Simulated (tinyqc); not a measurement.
From results back to parameters: metal-induced gap states at the contact of a metal chain and a two-band chain. Five cases, with inputs chosen for the exercise.

Problem. With gap states the barrier for electrons is phi = S (W - chi - p) + p, W being the work function of the metal, S the pinning factor and p the depth of the neutrality level below the conduction edge. The barriers for two metals come from hidden S and p, those of the chain and not of a measured contact.

Case 1.

Values chosen (out of a larger set: gap and optical dielectric constant near those of SiO2; the chain itself is a model; not measured data):
- W1 = 4.43 eV (work function of metal 1)
- W2 = 5.23 eV (of metal 2)
- chi = 0.88 eV (electron affinity)

barriers (eV): metal 1 3.88635, metal 2 4.51275

Case 2.

Values chosen (out of a larger set: gap and optical dielectric constant near those of SiO2; the chain itself is a model; not measured data):
- W1 = 4.34 eV (work function of metal 1)
- W2 = 5.11 eV (of metal 2)
- chi = 0.91 eV (electron affinity)

barriers (eV): metal 1 3.57880, metal 2 4.22560

Case 3.

Values chosen (out of a larger set: gap and optical dielectric constant near those of Si; the chain itself is a model; not measured data):
- W1 = 4.47 eV (work function of metal 1)
- W2 = 5.28 eV (of metal 2)
- chi = 4.09 eV (electron affinity)

barriers (eV): metal 1 0.62651, metal 2 0.69698

Case 4.

Values chosen (out of a larger set: gap and optical dielectric constant near those of HfO2; the chain itself is a model; not measured data):
- W1 = 4.27 eV (work function of metal 1)
- W2 = 5.43 eV (of metal 2)
- chi = 2.4 eV (electron affinity)

barriers (eV): metal 1 2.19688, metal 2 2.83024

Case 5.

Values chosen (out of a larger set: gap and optical dielectric constant near those of Ge; the chain itself is a model; not measured data):
- W1 = 4.21 eV (work function of metal 1)
- W2 = 5.04 eV (of metal 2)
- chi = 4.14 eV (electron affinity)

barriers (eV): metal 1 0.36785, metal 2 0.52970

Find: S, p (eV).

Solution. The slope of the barrier against W is S; then p = (phi1 - S (W1 - chi))/(1 - S).

Case 1.

S, p (eV): 0.783  5.100

Case 2.

S, p (eV): 0.840  4.360

Case 3.

S, p (eV): 0.087  0.650

Case 4.

S, p (eV): 0.546  2.590

Case 5.

S, p (eV): 0.195  0.440

Computed by tinyqc, one run a case: `OMP_NUM_THREADS=1 python tinyqc.py N N+1 out.jsonl` with N = 1481321, 1481472, 1481519, 1481598, 1481617; one thread of a shared Intel(R) Xeon(R) Processor @ 2.30GHz, about 0.01 s a run at most.
